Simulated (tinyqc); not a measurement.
Decay across the direct gap: complex band structure along [001] in sp3s* tight binding.

For k = (0, 0, kz) the phase sums are g0 = cos(phi) and g3 = i sin(phi), phi = kz a/4, and the s, pz, s* orbitals of anion (a) and cation (c) decouple from px, py. With z = exp(i phi), H(z) = H0 + z T + T^T/z for any complex z. H0 is diagonal (Esa, Epa, Exa, Esc, Epc, Exc). The anion-cation block is B(z) = z U + W/z and the cation-anion block z W^T + U^T/z, where U has Vss/2 (s,s), Vsapc/2 (s,z), -Vscpa/2 (z,s), Vxx/2 (z,z), Vxapc/2 (s*,z), -Vpaxc/2 (z,s*), and W has the same values with the s-z and s*-z signs reversed. |z| = 1 is a band state, |z| < 1 decays along [001] as exp(-kappa d) over a distance d, kappa = -(4/a) ln|z|. No spin-orbit coupling.

Constants: hbar^2/2m0 = 3.80998211 eV angstrom^2.

Parameters, chosen for this exercise (out of a larger set: near a published set for InP, fitted to gaps, whose masses and valley positions are rough (light masses up to twice too heavy); not measured data): p = (-8.589, 0.876, -1.493, 4.056, 8.29, 7.031, -5.398, 1.895, 4.234, 2.231, 5.577, 3.472, 4.51) eV (order Esa, Epa, Esc, Epc, Exa, Exc, Vss, Vxx, Vxy, Vsapc, Vscpa, Vxapc, Vpaxc); a = 5.875 angstrom (lattice constant).

Ev = -0.00769 eV
EG (direct gap) = 1.42631 eV

masses of this model, from the curvature at Gamma (m0): m_lh 0.09547, m_e 0.12439

kappa of the imaginary branch at Gamma against three formulas: parabolic from the valence edge, sqrt(m_lh E/c); parabolic from the conduction edge, sqrt(m_e (EG - E)/c); two-band (Franz), sqrt(m E (1 - E/EG)/c) with m = 2 m_lh m_e/(m_lh + m_e). E from Ev; c = hbar^2/2m0.

kappa (1/angstrom):
```
E/EG  E (eV)  tight binding  parabolic, valence  parabolic, conduction  two-band
0.05  0.0713         0.0414              0.0423                 0.2103    0.0438
0.15  0.2139         0.0684              0.0732                 0.1989    0.0718
0.25  0.3566         0.0838              0.0945                 0.1869    0.0871
0.50  0.7132         0.0996              0.1337                 0.1526    0.1005
0.65  0.9271         0.0969              0.1524                 0.1277    0.0959
0.75  1.0697         0.0893              0.1637                 0.1079    0.0871
0.85  1.2124         0.0749              0.1743                 0.0836    0.0718
0.95  1.3550         0.0466              0.1843                 0.0483    0.0438
```

Give the missing row, E/EG = 0.35, E (eV) = 0.4992.

Computed row:
```
E/EG  E (eV)  tight binding  parabolic, valence  parabolic, conduction  two-band
0.35  0.4992         0.0933              0.1118                 0.1740    0.0959
```

The branch joins the light-hole and conduction bands and peaks, among these rows, at E/EG = 0.50 with kappa = 0.0996 1/angstrom. At mid-gap the parabola from the conduction edge is +53 % off and the two-band form +1.0 %; over 5 nm the parabola would misstate exp(-2 kappa d) by a factor 201.

Run: tinyqc, `OMP_NUM_THREADS=1 python tinyqc.py 1451417 1451418 out.jsonl`; Intel(R) Xeon(R) Processor @ 2.30GHz, one thread, shared host; about 0.01 s of CPU time with all checks.
